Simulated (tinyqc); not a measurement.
# Worked calculation: off-state leakage of single and stacked transistors

tinyqc, about 0.04 s, one thread, Intel Xeon 2.30GHz (shared host): `OMP_NUM_THREADS=1 python tinyqc.py 2242088 2242089 out.jsonl` Printed values are rounded.

n-channel devices of unit width. Subthreshold current I(Vg, Vs, Vd) = I0 (T/300 K)^0.5 exp[(Vg - Vs - VT(T) - gb (Vs - Vb) + dd (Vd - Vs))/(nf Vt)] (1 - exp(-(Vd - Vs)/Vt)), VT(T) = VT - cT (T - 300 K). Gate-edge tunnelling Ig (Vd/1 V) exp(ag (Vd - 1 V)), for a gate at 0 V, and band-to-band leakage Ab u exp(-Bb/u), u = Vd - Vb + 1 V, flow at a drain held at V; both are taken as independent of T. In a stack of off transistors (all gates at 0 V) the same subthreshold current passes through each.

Values chosen for this exercise; values of the order met in bulk silicon logic transistors: temperature T = 300 K; supply voltage V = 1.2 V; threshold at 300 K, zero drain and body bias VT = 0.48 V; fall of the threshold with temperature cT = 0.9 mV/K; current at threshold at 300 K I0 = 0.17 uA/um; slope factor nf = 1.42; drain-induced lowering per volt dd = 0.05; rise of the threshold per volt of source-body bias gb = 0.11; gate-edge tunnelling current at 1 V Ig = 2e-5 uA/um; exponential slope of the gate current ag = 3.4 1/V; prefactor of band-to-band leakage at the drain Ab = 2 uA/(um V); its exponential voltage Bb = 23 V; body voltage Vb = 0 V.

Constants: q = 1.602176634e-19 C, kB = 1.380649e-23 J/K, Vt = kB T/q. Results are converted to the units shown.

## Leakage of one transistor

Vg = Vs = 0, Vd = V; effective threshold VT(T) - gb Vb - dd V.

effective threshold = 0.42 V
parts (nA/um): subthreshold 0.001826642, gate edge 0.04737307, band-to-band 0.1267948
total = 0.1759945 nA/um
shares (%): subthreshold 1.037898, gate edge 26.91736, band-to-band 72.04474

The band-to-band part is the largest.

## Starting value

Vx = dd V/(1 + gb + 2 dd), the solution for Vx well above Vt, rounded to three decimals.

Vx at the start = 0.05 V

## Iteration 1: new Vx

Stack of two, Vx the node between them: I_low = I(0, 0, Vx), I_up = I(0, Vx, V), f = ln(I_up/I_low), f' = -(1 + gb + 2 dd)/(nf Vt) - 1/(Vt (exp(Vx/Vt) - 1)) - 1/(Vt (exp((V - Vx)/Vt) - 1)), Vx(new) = Vx - f/f'.

I_low = 3.262821e-4 nA/um
I_up = 3.762587e-4 nA/um
f = 0.1425146
f' = -39.49778 1/V
Vx after iteration 1 = 0.05360817 V

## Iteration 2: new Vx

As before.

I_low = 3.351074e-4 nA/um
I_up = 3.357148e-4 nA/um
f = 0.001810709
f' = -38.52382 1/V
Vx after iteration 2 = 0.05365517 V

## Iteration 3: new Vx

As before.

I_low = 3.352164e-4 nA/um
I_up = 3.352165e-4 nA/um
f = 2.716490e-7
f' = -38.51227 1/V
Vx after iteration 3 = 0.05365518 V

## Course of the iteration

Stop when the step is below 1e-11 V, or after 40 iterations.

Course of the iteration:

| iteration | Vx before the step (V) | step (V) |
|---|---|---|
| 1 | 0.05 | 3.61e-3 |
| 2 | 0.05360817 | 4.70e-5 |
| 3 | 0.05365517 | 7.05e-9 |
| 4 | 0.05365518 | < 1e-15 |

Converged in 4 iterations. The subthreshold current of the stack is 3.352e-4 nA/um, 5.45 times less than that of one transistor (the drain leakage is unchanged); the estimate exp[dd V (1 + gb + dd)/((1 + gb + 2 dd) nf Vt)] gives 4.79.
